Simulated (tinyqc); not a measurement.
Worked calculation: power iteration on a symmetric matrix. One step of it, computed by the program tinyqc.

Task: Step 1. w = (A - shift) v; v' = w/|w| with its largest component positive (the first on a tie); lambda = v'^T A v'.

A:
$$\begin{pmatrix}
0.459000 & -0.143000 & 0.006000 & -0.099000 & -0.070000 \\
-0.143000 & 2.285000 & 0.330000 & 0.525000 & 0.059000 \\
0.006000 & 0.330000 & 4.766000 & -0.051000 & 0.103000 \\
-0.099000 & 0.525000 & -0.051000 & 5.152000 & -0.158000 \\
-0.070000 & 0.059000 & 0.103000 & -0.158000 & 5.808000
\end{pmatrix}$$

vector v at the start: [0.447214, 0.447214, 0.447214, 0.447214, 0.447214]

shift = 1.270000

Give: vector after step 1; Rayleigh quotient after step 1.

Result:

vector after step 1: [-0.149, 0.238, 0.518, 0.546, 0.596]

Rayleigh quotient after step 1 = 5.219
